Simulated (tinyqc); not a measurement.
UHF in the sto-3g basis, for BeH, spin multiplicity 2, step by step (part 1 of 2). Computed by tinyqc, a small Python program that keeps every step (integrals from PySCF). Settings: charge = 0, multiplicity = 2, basis = sto-3g, energy threshold = 1e-08, iteration cap = 83, orthogonalisation = symmetric, start = core, DIIS depth = 3, damping = 0.2, method = UHF. Command: `OMP_NUM_THREADS=1 python tinyqc.py 21782 21783 out.jsonl` (the two numbers bound the seeds that draw the settings). One thread of a shared host (Intel(R) Xeon(R) Processor @ 2.60GHz), about 0.1 s of CPU time with the checks. Later iterations appear only in the table of the cycle.

## One-electron integrals

Geometry (angstrom):
```
atom,x,y,z
Be,0.000000,0.000000,0.000000
H,0.000000,0.000000,2.038000
```

Basis sto-3g: exponents (1/bohr^2) and contraction coefficients of normalised primitives:
```
element,l (shell),exponent,coefficient
Be,s (1),30.167871,0.154329
Be,s (1),5.495115,0.535328
Be,s (1),1.487193,0.444635
Be,s (2),1.314833,-0.099967
Be,s (2),0.305539,0.399513
Be,s (2),0.099371,0.700115
Be,p (3),1.314833,0.155916
Be,p (3),0.305539,0.607684
Be,p (3),0.099371,0.391957
H,s (1),3.425251,0.154329
H,s (1),0.623914,0.535328
H,s (1),0.168855,0.444635
```

Overlap, kinetic and nuclear-attraction integrals over the contracted functions; the nuclear repulsion is the sum of Za Zb / Rab.

nuclear repulsion = 1.03862063 hartree

overlap S, lower triangle:
```
,1Be 1s,1Be 2s,1Be 2px,1Be 2py,1Be 2pz,2H 1s
1Be 1s,1.000000
1Be 2s,0.259517,1.000000
1Be 2px,0.000000,0.000000,1.000000
1Be 2py,0.000000,0.000000,0.000000,1.000000
1Be 2pz,0.000000,0.000000,0.000000,0.000000,1.000000
2H 1s,0.014644,0.222123,0.000000,0.000000,0.300325,1.000000
```

kinetic energy T (hartree), lower triangle:
```
,1Be 1s,1Be 2s,1Be 2px,1Be 2py,1Be 2pz,2H 1s
1Be 1s,6.693975
1Be 2s,-0.033012,0.211111
1Be 2px,0.000000,0.000000,0.660592
1Be 2py,0.000000,0.000000,0.000000,0.660592
1Be 2pz,0.000000,0.000000,0.000000,0.000000,0.660592
2H 1s,-0.005223,0.004396,0.000000,0.000000,0.038468,0.760032
```

nuclear attraction V (hartree), lower triangle:
```
,1Be 1s,1Be 2s,1Be 2px,1Be 2py,1Be 2pz,2H 1s
1Be 1s,-14.820747
1Be 2s,-1.966631,-2.570929
1Be 2px,0.000000,0.000000,-2.534688
1Be 2py,0.000000,0.000000,0.000000,-2.534688
1Be 2pz,-0.007782,-0.080866,0.000000,0.000000,-2.587210
2H 1s,-0.109705,-0.478937,0.000000,0.000000,-0.630235,-2.264916
```

core Hamiltonian H = T + V (hartree), lower triangle:
```
,1Be 1s,1Be 2s,1Be 2px,1Be 2py,1Be 2pz,2H 1s
1Be 1s,-8.126772
1Be 2s,-1.999643,-2.359818
1Be 2px,0.000000,0.000000,-1.874096
1Be 2py,0.000000,0.000000,0.000000,-1.874096
1Be 2pz,-0.007782,-0.080866,0.000000,0.000000,-1.926618
2H 1s,-0.114928,-0.474541,0.000000,0.000000,-0.591766,-1.504884
```

## Two-electron integrals

Functions are numbered as in S; the eight-fold symmetry (ij|kl) = (ji|kl) = (kl|ij) leaves the list below.

Two-electron integrals (ij|kl) in chemists' order, unique and non-zero (hartree):
```
i,j,k,l,(ij|kl)
1,1,1,1,2.298831
2,1,1,1,0.392036
2,1,2,1,0.079539
2,2,1,1,0.570988
2,2,2,1,0.143041
2,2,2,2,0.417683
3,1,3,1,0.014607
3,2,3,1,0.021888
3,2,3,2,0.092265
3,3,1,1,0.569578
3,3,2,1,0.143083
3,3,2,2,0.417589
3,3,3,3,0.449859
4,1,4,1,0.014607
4,2,4,1,0.021888
4,2,4,2,0.092265
4,3,4,3,0.024249
4,4,1,1,0.569578
4,4,2,1,0.143083
4,4,2,2,0.417589
4,4,3,3,0.401360
4,4,4,4,0.449859
5,1,5,1,0.014607
5,2,5,1,0.021888
5,2,5,2,0.092265
5,3,5,3,0.024249
5,4,5,4,0.024249
5,5,1,1,0.569578
5,5,2,1,0.143083
5,5,2,2,0.417589
5,5,3,3,0.401360
5,5,4,4,0.401360
5,5,5,5,0.449859
6,1,1,1,0.021696
6,1,2,1,0.004408
6,1,2,2,0.008025
6,1,3,3,0.007972
6,1,4,4,0.007972
6,1,5,1,0.000422
6,1,5,2,0.000793
6,1,5,5,0.008134
6,1,6,1,0.000258
6,2,1,1,0.083885
6,2,2,1,0.021489
6,2,2,2,0.072874
6,2,3,3,0.069816
6,2,4,4,0.069816
6,2,5,1,0.002712
6,2,5,2,0.019576
6,2,5,5,0.078910
6,2,6,1,0.001328
6,2,6,2,0.023702
6,3,3,1,0.001493
6,3,3,2,0.007944
6,3,5,3,0.002992
6,3,6,3,0.001572
6,4,4,1,0.001493
6,4,4,2,0.007944
6,4,5,4,0.002992
6,4,6,4,0.001572
6,5,1,1,0.103681
6,5,2,1,0.026771
6,5,2,2,0.094155
6,5,3,3,0.088907
6,5,4,4,0.088907
6,5,5,1,0.004203
6,5,5,2,0.029797
6,5,5,5,0.104542
6,5,6,1,0.001693
6,5,6,2,0.033864
6,5,6,5,0.048989
6,6,1,1,0.259551
6,6,2,1,0.067337
6,6,2,2,0.254864
6,6,3,3,0.239513
6,6,4,4,0.239513
6,6,5,1,0.007728
6,6,5,2,0.076366
6,6,5,5,0.285140
6,6,6,1,0.004152
6,6,6,2,0.116142
6,6,6,5,0.172708
6,6,6,6,0.774606
```

## Orthogonalisation

S = U s U^T; symmetric (Loewdin) form X = U s^(-1/2) U^T, so that X^T S X = 1.

eigenvalues of S: 0.591994  0.805510  1.000000  1.000000  1.182087  1.420409

X, lower triangle:
```
,1Be 1s,1Be 2s,1Be 2px,1Be 2py,1Be 2pz,2H 1s
1Be 1s,1.027161
1Be 2s,-0.138999,1.048815
1Be 2px,0.000000,0.000000,1.000000
1Be 2py,0.000000,0.000000,0.000000,1.000000
1Be 2pz,-0.004502,0.028981,0.000000,0.000000,1.037765
2H 1s,0.016995,-0.125976,0.000000,0.000000,-0.165068,1.058980
```

## Starting guess

The start is the orbitals of the core Hamiltonian; D(s) = C_occ C_occ^T for each spin.

D(alpha) at the start, lower triangle:
```
,1Be 1s,1Be 2s,1Be 2px,1Be 2py,1Be 2pz,2H 1s
1Be 1s,1.073109
1Be 2s,-0.281921,1.085789
1Be 2px,0.000000,0.000000,0.000000
1Be 2py,0.000000,0.000000,0.000000,0.000000
1Be 2pz,-0.003542,0.010888,0.000000,0.000000,1.004744
2H 1s,0.010831,-0.030829,0.000000,0.000000,-0.008128,0.000944
```

D(beta) at the start, lower triangle:
```
,1Be 1s,1Be 2s,1Be 2px,1Be 2py,1Be 2pz,2H 1s
1Be 1s,1.055105
1Be 2s,-0.206876,0.773001
1Be 2px,0.000000,0.000000,0.000000
1Be 2py,0.000000,0.000000,0.000000,0.000000
1Be 2pz,-0.116259,0.480700,0.000000,0.000000,0.299083
2H 1s,0.009587,-0.025645,0.000000,0.000000,-0.015914,0.000858
```

## Iteration 1: building the Fock matrix

J_ij = sum D_kl (ij|kl) with D = D(alpha) + D(beta), K_ij = sum D_kl (ik|jl) for each spin; F = H + J - K(s); E = tr D H + tr D J / 2 - 0.5 sum_s tr D(s) K(s) + E_nn.

Coulomb J (hartree), lower triangle:
```
,1Be 1s,1Be 2s,1Be 2px,1Be 2py,1Be 2pz,2H 1s
1Be 1s,6.300024
1Be 2s,1.205607,2.384227
1Be 2px,0.000000,0.000000,2.360419
1Be 2py,0.000000,0.000000,0.000000,2.360419
1Be 2pz,0.017543,0.081995,0.000000,0.000000,2.421963
2H 1s,0.067853,0.410416,0.000000,0.000000,0.528293,1.385436
```

exchange K(alpha) (hartree), lower triangle:
```
,1Be 1s,1Be 2s,1Be 2px,1Be 2py,1Be 2pz,2H 1s
1Be 1s,2.347080
1Be 2s,0.414625,0.546596
1Be 2px,0.000000,0.000000,0.127373
1Be 2py,0.000000,0.000000,0.000000,0.127373
1Be 2pz,-0.000094,0.000929,0.000000,0.000000,0.552107
2H 1s,0.026523,0.097984,0.000000,0.000000,0.121049,0.066064
```

exchange K(beta) (hartree), lower triangle:
```
,1Be 1s,1Be 2s,1Be 2px,1Be 2py,1Be 2pz,2H 1s
1Be 1s,2.329330
1Be 2s,0.396213,0.371274
1Be 2px,0.000000,0.000000,0.084456
1Be 2py,0.000000,0.000000,0.000000,0.084456
1Be 2pz,0.011481,0.221573,0.000000,0.000000,0.207488
2H 1s,0.025147,0.107115,0.000000,0.000000,0.089035,0.054150
```

F(alpha) (hartree), lower triangle:
```
,1Be 1s,1Be 2s,1Be 2px,1Be 2py,1Be 2pz,2H 1s
1Be 1s,-4.173829
1Be 2s,-1.208661,-0.522187
1Be 2px,0.000000,0.000000,0.358950
1Be 2py,0.000000,0.000000,0.000000,0.358950
1Be 2pz,0.009855,0.000200,0.000000,0.000000,-0.056762
2H 1s,-0.073598,-0.162110,0.000000,0.000000,-0.184523,-0.185512
```

F(beta) (hartree), lower triangle:
```
,1Be 1s,1Be 2s,1Be 2px,1Be 2py,1Be 2pz,2H 1s
1Be 1s,-4.156078
1Be 2s,-1.190249,-0.346865
1Be 2px,0.000000,0.000000,0.401868
1Be 2py,0.000000,0.000000,0.000000,0.401868
1Be 2pz,-0.001720,-0.220444,0.000000,0.000000,0.287857
2H 1s,-0.072222,-0.171240,0.000000,0.000000,-0.152509,-0.173598
```

total energy of this density = -14.42462108 hartree

This density is the starting one.

## Iteration 1: diagonalisation and new density

Diagonalise F' = X^T F X, C = X C', fill 3 alpha and 2 beta electrons from the bottom; D(s) = C_occ C_occ^T; the new density keeps 0.2 of the old one (damping). Each column has its largest component positive (the first on a tie).

F' = X^T F X (alpha) (hartree), lower triangle:
```
,1,2,3,4,5,6
1,-4.070514
2,-0.648926,-0.264098
3,0.000000,0.000000,0.358950
4,0.000000,0.000000,0.000000,0.358950
5,0.001223,0.037255,0.000000,0.000000,-0.001813
6,0.017731,-0.119771,0.000000,0.000000,-0.172352,-0.108837
```

orbital energies (alpha) (hartree): MO1 -4.178117, MO2 -0.289068, MO3 -0.137257, MO4 0.159181, MO5 0.358950, MO6 0.358950

coefficients C (alpha):
```
,MO1,MO2,MO3,MO4,MO5,MO6
1Be 1s,0.990598,-0.162644,-0.234591,-0.109175,0.000000,0.000000
1Be 2s,0.034345,0.520297,0.821940,0.434245,0.000000,0.000000
1Be 2px,0.000000,0.000000,0.000000,0.000000,-0.114444,0.993430
1Be 2py,0.000000,0.000000,0.000000,0.000000,0.993430,0.114444
1Be 2pz,-0.001568,0.277737,-0.532068,0.863034,0.000000,0.000000
2H 1s,-0.003088,0.644990,-0.313859,-0.806421,0.000000,0.000000
```

F' = X^T F X (beta) (hartree), lower triangle:
```
,1,2,3,4,5,6
1,-4.053729
2,-0.655791,-0.086881
3,0.000000,0.000000,0.401868
4,0.000000,0.000000,0.000000,0.401868
5,0.019009,-0.188314,0.000000,0.000000,0.345751
6,0.018549,-0.115675,0.000000,0.000000,-0.168827,-0.101196
```

orbital energies (beta) (hartree): MO1 -4.159360, MO2 -0.270668, MO3 0.079662, MO4 0.401868, MO5 0.401868, MO6 0.454311

coefficients C (beta):
```
,MO1,MO2,MO3,MO4,MO5,MO6
1Be 1s,0.991951,-0.154381,-0.241337,0.000000,0.000000,0.092979
1Be 2s,0.029692,0.494745,0.891476,0.000000,0.000000,-0.309289
1Be 2px,0.000000,0.000000,0.000000,0.775952,0.630792,0.000000
1Be 2py,0.000000,0.000000,0.000000,-0.630792,0.775952,0.000000
1Be 2pz,0.002729,0.279301,0.275159,0.000000,0.000000,0.975364
2H 1s,-0.003542,0.662713,-0.786806,0.000000,0.000000,-0.326465
```

D(alpha) after iteration 1, lower triangle:
```
,1Be 1s,1Be 2s,1Be 2px,1Be 2py,1Be 2pz,2H 1s
1Be 1s,1.064838
1Be 2s,-0.251121,0.975138
1Be 2px,0.000000,0.000000,0.000000
1Be 2py,0.000000,0.000000,0.000000,0.000000
1Be 2pz,0.061766,-0.232123,0.000000,0.000000,0.489138
2H 1s,-0.025301,0.055840,0.000000,0.000000,0.275284,0.411812
```

D(beta) after iteration 1, lower triangle:
```
,1Be 1s,1Be 2s,1Be 2px,1Be 2py,1Be 2pz,2H 1s
1Be 1s,1.017261
1Be 2s,-0.078917,0.351124
1Be 2px,0.000000,0.000000,0.000000
1Be 2py,0.000000,0.000000,0.000000,0.000000
1Be 2pz,-0.055581,0.206751,0.000000,0.000000,0.122230
2H 1s,-0.082742,0.257086,0.000000,0.000000,0.144887,0.351533
```

Within a degenerate level the vectors are fixed only up to a rotation; this is one choice.

## Iteration 2: building the Fock matrix

As before.

Coulomb J (hartree), lower triangle:
```
,1Be 1s,1Be 2s,1Be 2px,1Be 2py,1Be 2pz,2H 1s
1Be 1s,5.966186
1Be 2s,1.127337,2.221240
1Be 2px,0.000000,0.000000,2.190199
1Be 2py,0.000000,0.000000,0.000000,2.190199
1Be 2pz,0.010107,0.091002,0.000000,0.000000,2.273474
2H 1s,0.063213,0.436067,0.000000,0.000000,0.579363,1.812741
```

exchange K(alpha) (hartree), lower triangle:
```
,1Be 1s,1Be 2s,1Be 2px,1Be 2py,1Be 2pz,2H 1s
1Be 1s,2.335423
1Be 2s,0.405211,0.492873
1Be 2px,0.000000,0.000000,0.109499
1Be 2py,0.000000,0.000000,0.000000,0.109499
1Be 2pz,0.000788,-0.058684,0.000000,0.000000,0.395421
2H 1s,0.025092,0.150213,0.000000,0.000000,0.214343,0.458011
```

exchange K(beta) (hartree), lower triangle:
```
,1Be 1s,1Be 2s,1Be 2px,1Be 2py,1Be 2pz,2H 1s
1Be 1s,2.305237
1Be 2s,0.401623,0.264190
1Be 2px,0.000000,0.000000,0.052022
1Be 2py,0.000000,0.000000,0.000000,0.052022
1Be 2pz,0.002494,0.150697,0.000000,0.000000,0.160927
2H 1s,0.022452,0.176100,0.000000,0.000000,0.178277,0.409554
```

F(alpha) (hartree), lower triangle:
```
,1Be 1s,1Be 2s,1Be 2px,1Be 2py,1Be 2pz,2H 1s
1Be 1s,-4.496009
1Be 2s,-1.277516,-0.631451
1Be 2px,0.000000,0.000000,0.206604
1Be 2py,0.000000,0.000000,0.000000,0.206604
1Be 2pz,0.001538,0.068820,0.000000,0.000000,-0.048566
2H 1s,-0.076807,-0.188687,0.000000,0.000000,-0.226746,-0.150154
```

F(beta) (hartree), lower triangle:
```
,1Be 1s,1Be 2s,1Be 2px,1Be 2py,1Be 2pz,2H 1s
1Be 1s,-4.465823
1Be 2s,-1.273928,-0.402767
1Be 2px,0.000000,0.000000,0.264081
1Be 2py,0.000000,0.000000,0.000000,0.264081
1Be 2pz,-0.000168,-0.140561,0.000000,0.000000,0.185929
2H 1s,-0.074167,-0.214573,0.000000,0.000000,-0.190680,-0.101696
```

total energy of this density = -14.73705014 hartree

This density is a damped mixture and is not idempotent.

## Iteration 2: DIIS over 2 matrices

error matrix X^T (FDS - SDF) X (alpha):
```
,1,2,3,4,5,6
1,0.000000,-0.000028,0.000000,0.000000,0.001055,-0.007919
2,0.000028,0.000000,0.000000,0.000000,-0.009079,0.030526
3,0.000000,0.000000,0.000000,0.000000,0.000000,0.000000
4,0.000000,0.000000,0.000000,0.000000,0.000000,0.000000
5,-0.001055,0.009079,0.000000,0.000000,0.000000,0.035480
6,0.007919,-0.030526,0.000000,0.000000,-0.035480,0.000000
```

B (overlaps of the stored error matrices):
```
,1,2
1,1.9319050e-01,3.4686463e-02
2,3.4686463e-02,7.0109434e-03
```

Minimise |sum c_i e_i|^2 with sum c_i = 1: solve [B -1; -1 0][c; lambda] = [0; -1] with B_ij = tr e_i^T e_j summed over both spins, and take F = sum c_i F_i.

DIIS coefficients: -0.211540  1.211540

extrapolated F(alpha) (hartree), lower triangle:
```
,1Be 1s,1Be 2s,1Be 2px,1Be 2py,1Be 2pz,2H 1s
1Be 1s,-4.564163
1Be 2s,-1.292082,-0.654565
1Be 2px,0.000000,0.000000,0.174377
1Be 2py,0.000000,0.000000,0.000000,0.174377
1Be 2pz,-0.000222,0.083336,0.000000,0.000000,-0.046832
2H 1s,-0.077486,-0.194309,0.000000,0.000000,-0.235678,-0.142674
```

extrapolated F(beta) (hartree), lower triangle:
```
,1Be 1s,1Be 2s,1Be 2px,1Be 2py,1Be 2pz,2H 1s
1Be 1s,-4.531347
1Be 2s,-1.291630,-0.414593
1Be 2px,0.000000,0.000000,0.234934
1Be 2py,0.000000,0.000000,0.000000,0.234934
1Be 2pz,0.000160,-0.123663,0.000000,0.000000,0.164367
2H 1s,-0.074579,-0.223740,0.000000,0.000000,-0.198755,-0.086486
```

## Iteration 2: diagonalisation and new density

As before.

F' = X^T F X (alpha) (hartree), lower triangle:
```
,1,2,3,4,5,6
1,-4.460844
2,-0.667186,-0.378365
3,0.000000,0.000000,0.174377
4,0.000000,0.000000,0.000000,0.174377
5,-0.022921,0.139451,0.000000,0.000000,0.032874
6,0.024999,-0.163329,0.000000,0.000000,-0.251808,-0.032534
```

orbital energies (alpha) (hartree): MO1 -4.567114, MO2 -0.357095, MO3 -0.245751, MO4 0.174377, MO5 0.174377, MO6 0.331092

coefficients C (alpha):
```
,MO1,MO2,MO3,MO4,MO5,MO6
1Be 1s,0.992512,-0.264083,0.082164,0.000000,0.000000,-0.114538
1Be 2s,0.027687,0.906207,-0.325319,0.000000,0.000000,0.456326
1Be 2px,0.000000,0.000000,0.000000,-0.560976,0.827832,0.000000
1Be 2py,0.000000,0.000000,0.000000,0.827832,0.560976,0.000000
1Be 2pz,0.000246,-0.105391,0.627973,0.000000,0.000000,0.836425
2H 1s,-0.002816,0.333864,0.604096,0.000000,0.000000,-0.829723
```

F' = X^T F X (beta) (hartree), lower triangle:
```
,1,2,3,4,5,6
1,-4.421720
2,-0.706068,-0.117799
3,0.000000,0.000000,0.234934
4,0.000000,0.000000,0.000000,0.234934
5,0.004619,-0.070982,0.000000,0.000000,0.237240
6,0.033230,-0.198690,0.000000,0.000000,-0.230581,0.026486
```

orbital energies (beta) (hartree): MO1 -4.534602, MO2 -0.280433, MO3 0.146115, MO4 0.234934, MO5 0.234934, MO6 0.393126

coefficients C (beta):
```
,MO1,MO2,MO3,MO4,MO5,MO6
1Be 1s,0.992326,-0.171988,-0.238047,0.000000,0.000000,-0.061088
1Be 2s,0.028387,0.565689,0.864536,0.000000,0.000000,0.260407
1Be 2px,0.000000,0.000000,0.000000,0.630621,0.776091,0.000000
1Be 2py,0.000000,0.000000,0.000000,0.776091,-0.630621,0.000000
1Be 2pz,0.001603,0.309571,-0.387118,0.000000,0.000000,0.927020
2H 1s,-0.003596,0.591224,-0.469897,0.000000,0.000000,-0.771027
```

D(alpha) after iteration 2, lower triangle:
```
,1Be 1s,1Be 2s,1Be 2px,1Be 2py,1Be 2pz,2H 1s
1Be 1s,1.062224
1Be 2s,-0.241075,0.937275
1Be 2px,0.000000,0.000000,0.000000
1Be 2py,0.000000,0.000000,0.000000,0.000000
1Be 2pz,0.076091,-0.286257,0.000000,0.000000,0.422193
2H 1s,-0.038122,0.095926,0.000000,0.000000,0.330392,0.463486
```

D(beta) after iteration 2, lower triangle:
```
,1Be 1s,1Be 2s,1Be 2px,1Be 2py,1Be 2pz,2H 1s
1Be 1s,1.014885
1Be 2s,-0.071081,0.326872
1Be 2px,0.000000,0.000000,0.000000
1Be 2py,0.000000,0.000000,0.000000,0.000000
1Be 2pz,-0.052437,0.181483,0.000000,0.000000,0.101115
2H 1s,-0.100749,0.318895,0.000000,0.000000,0.175393,0.349954
```

Within a degenerate level the vectors are fixed only up to a rotation; this is one choice.

## Iteration 3: building the Fock matrix

As before.

Coulomb J (hartree), lower triangle:
```
,1Be 1s,1Be 2s,1Be 2px,1Be 2py,1Be 2pz,2H 1s
1Be 1s,5.929624
1Be 2s,1.118806,2.204035
1Be 2px,0.000000,0.000000,2.172150
1Be 2py,0.000000,0.000000,0.000000,2.172150
1Be 2pz,0.008775,0.089983,0.000000,0.000000,2.257960
2H 1s,0.062689,0.438293,0.000000,0.000000,0.584001,1.852846
```

exchange K(alpha) (hartree), lower triangle:
```
,1Be 1s,1Be 2s,1Be 2px,1Be 2py,1Be 2pz,2H 1s
1Be 1s,2.333158
1Be 2s,0.404153,0.482222
1Be 2px,0.000000,0.000000,0.105794
1Be 2py,0.000000,0.000000,0.000000,0.105794
1Be 2pz,0.000764,-0.071999,0.000000,0.000000,0.378549
2H 1s,0.024878,0.162345,0.000000,0.000000,0.232565,0.518510
```

exchange K(beta) (hartree), lower triangle:
```
,1Be 1s,1Be 2s,1Be 2px,1Be 2py,1Be 2pz,2H 1s
1Be 1s,2.303470
1Be 2s,0.402197,0.263556
1Be 2px,0.000000,0.000000,0.050689
1Be 2py,0.000000,0.000000,0.000000,0.050689
1Be 2pz,0.000365,0.148095,0.000000,0.000000,0.159332
2H 1s,0.021911,0.190297,0.000000,0.000000,0.189477,0.429786
```

F(alpha) (hartree), lower triangle:
```
,1Be 1s,1Be 2s,1Be 2px,1Be 2py,1Be 2pz,2H 1s
1Be 1s,-4.530306
1Be 2s,-1.284990,-0.638005
1Be 2px,0.000000,0.000000,0.192261
1Be 2py,0.000000,0.000000,0.000000,0.192261
1Be 2pz,0.000230,0.081117,0.000000,0.000000,-0.047207
2H 1s,-0.077117,-0.198593,0.000000,0.000000,-0.240331,-0.170547
```

F(beta) (hartree), lower triangle:
```
,1Be 1s,1Be 2s,1Be 2px,1Be 2py,1Be 2pz,2H 1s
1Be 1s,-4.500618
1Be 2s,-1.283034,-0.419339
1Be 2px,0.000000,0.000000,0.247365
1Be 2py,0.000000,0.000000,0.000000,0.247365
1Be 2pz,0.000629,-0.138977,0.000000,0.000000,0.172010
2H 1s,-0.074150,-0.226545,0.000000,0.000000,-0.197242,-0.081824
```

total energy of this density = -14.81183579 hartree

This density is a damped mixture and is not idempotent.

## Iteration 3: DIIS over 3 matrices

error matrix X^T (FDS - SDF) X (alpha):
```
,1,2,3,4,5,6
1,0.000000,0.000095,0.000000,0.000000,0.001210,-0.003364
2,-0.000095,0.000000,0.000000,0.000000,-0.006777,0.016100
3,0.000000,0.000000,0.000000,0.000000,0.000000,0.000000
4,0.000000,0.000000,0.000000,0.000000,0.000000,0.000000
5,-0.001210,0.006777,0.000000,0.000000,0.000000,0.018431
6,0.003364,-0.016100,0.000000,0.000000,-0.018431,0.000000
```

B (overlaps of the stored error matrices), lower triangle:
```
,1,2,3
1,1.9319050e-01
2,3.4686463e-02,7.0109434e-03
3,8.9855630e-03,2.4571696e-03,1.5174326e-03
```

As before.

DIIS coefficients: -0.145253  0.735163  0.410090

extrapolated F(alpha) (hartree), lower triangle:
```
,1Be 1s,1Be 2s,1Be 2px,1Be 2py,1Be 2pz,2H 1s
1Be 1s,-4.556872
1Be 2s,-1.290583,-0.650010
1Be 2px,0.000000,0.000000,0.178593
1Be 2py,0.000000,0.000000,0.000000,0.178593
1Be 2pz,-0.000207,0.083830,0.000000,0.000000,-0.046818
2H 1s,-0.077400,-0.196610,0.000000,0.000000,-0.238450,-0.153381
```

extrapolated F(beta) (hartree), lower triangle:
```
,1Be 1s,1Be 2s,1Be 2px,1Be 2py,1Be 2pz,2H 1s
1Be 1s,-4.525084
1Be 2s,-1.289817,-0.417683
1Be 2px,0.000000,0.000000,0.237212
1Be 2py,0.000000,0.000000,0.000000,0.237212
1Be 2pz,0.000384,-0.128308,0.000000,0.000000,0.165415
2H 1s,-0.074443,-0.225777,0.000000,0.000000,-0.198916,-0.083103
```
